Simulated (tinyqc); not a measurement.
Singlet against triplet in a field: parabolic quantum dot in a magnetic field (Fock-Darwin).

Two dimensions, V = m w0^2 r^2/2, one valley. hbar wc = 2 muB B/m, W = sqrt(w0^2 + wc^2/4), E(n, l, s) = (2n + |l| + 1) hbar W - l hbar wc/2 + s gs muB B, n = 0, 1, ..., l = 0, +/-1, ..., s = +/-1/2; length lam = sqrt(2c/(m hbar W)), c = hbar^2/2m0.

Two electrons, first order in the Coulomb energy: the singlet (0,0)^2 has 2W + J0 and the lowest triplet (0,0)(0,1) has 3W - wc/2 + J0/2 - Ez, with J0 = sqrt(pi/2) q/(eps lam), q = e^2/(4 pi eps0), Ez = |gs| muB B.

Exact treatment: the centre of mass separates with energy W, and the relative motion obeys [-(2c/m) Laplacian + (2c/m) r^2/(2 lam^2)^2 + q/(eps r)] psi = e_l psi for angular number l, solved in 14 Gaussians r^l exp(-a r^2), a = 1.7^i/(4 lam^2), i = -3 to 10. E(S) = W + e_0, E(T) = W + e_1 - wc/2 - Ez.

Constants: muB = 5.788381798e-05 eV/T; hbar^2/2m0 = 3.80998211 eV angstrom^2; e^2/(4 pi eps0) = 14.39964547 eV angstrom.

Parameters, chosen for this exercise (near those of a gate-defined dot in InGaAs; the results hold for these values, not for the real material): m = 0.0458 m0 (mass); gs = -3.09 (g factor); w0 = 5.3 meV (confinement energy hbar w0); eps = 14.1 (dielectric constant); Bs = (0, 0.52, 1, 1.7, 2.5, 3.8, 5.5) T (fields).

For each field, first order and exact.

Energies (meV):

| B (T) | J0 | W - wc/2 | Ez | E(T) - E(S), first order | exact |
|---|---|---|---|---|---|
| 0 | 7.224 | 5.300 | 0.000 | 1.688 | 3.05 |
| 0.52 | 7.252 | 4.683 | 0.093 | 0.965 | 2.33 |
| 1.0 | 7.325 | 4.185 | 0.179 | 0.344 | 1.71 |
| 1.7 | 7.504 | 3.570 | 0.304 | -0.486 | 0.89 |
| 2.5 | 7.795 | 3.011 | 0.447 | -1.334 | 0.06 |
| 3.8 | 8.392 | 2.350 | 0.680 | -2.526 | -1.10 |
| 5.5 | 9.278 | 1.790 | 0.984 | -3.832 | -2.37 |

Exactly, the triplet drops below the singlet between 2.5 and 3.8 T. First order puts the crossing between 1 and 1.7 T; with J0/W = 1.36 at zero field it misses the splitting there by 1.36 meV. From the first row to the last the orbital cost falls by 3.51 meV, the Coulomb gain J0/2 (half direct, half exchange) grows by 1.03 meV and the Zeeman gain by 0.98 meV. States of higher angular number, which take over at higher fields, in soft dots already within such a table, are left out.

Run: tinyqc, `OMP_NUM_THREADS=1 python tinyqc.py 1282227 1282228 out.jsonl`; Intel(R) Xeon(R) Processor @ 2.30GHz, one thread, shared host; about 0.1 s of CPU time with all checks.
